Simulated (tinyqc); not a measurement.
## Arrhenius plot from several rate windows

Emission rate en = sn vth(T) Nc(T) exp(-Et/kB T) = sn g T^2 exp(-Et/kB T), g = vth Nc/(300 K)^2, as vth goes as T^0.5 and Nc as T^1.5 (degeneracy factor 1). Each window ew gives the temperature where en = ew.

Values chosen for this exercise; material values close to those of indium phosphide: conduction-band density of states at 300 K Nc = 5.67e17 cm^-3; thermal velocity at 300 K vth = 4.3e7 cm/s; depth of the trap below the conduction edge Et = 0.38 eV; capture cross-section sn = 6.8e-16 cm^2.

Constants: q = 1.602176634e-19 C, kB = 1.380649e-23 J/K. Results are converted to the units shown.

Arrhenius plot from several rate windows:
```
ew (1/s),T peak (K),q/kB T (1/eV),ln(ew/T^2),ln ew
1.7,198.83,58.364,-10.054,0.53063
5.1,208.28,55.717,-9.0485,1.6292
15,218.43,53.128,-8.0648,2.7081
47,230.25,50.400,-7.0282,3.8501
140,242.74,47.806,-6.0424,4.9416
430,257.00,45.153,-5.0344,6.0638
1300,272.70,42.554,-4.0466,7.1701
3900,290.19,39.990,-3.0723,8.2687
```

What does the table show?

The peak rises from 199 to 290 K. ln(ew/T^2) against q/kB T is a straight line of slope -0.3800 eV, the trap depth. Its intercept gives sn = 6.80e-16 cm^2. Leaving out the T^2 gives 0.4212 eV, too high by about 2 kB T.

Computed by the program tinyqc: `OMP_NUM_THREADS=1 python tinyqc.py 2050017 2050018 out.jsonl`, one thread of a shared Intel Xeon 2.30GHz, about 0.01 s for the whole run.
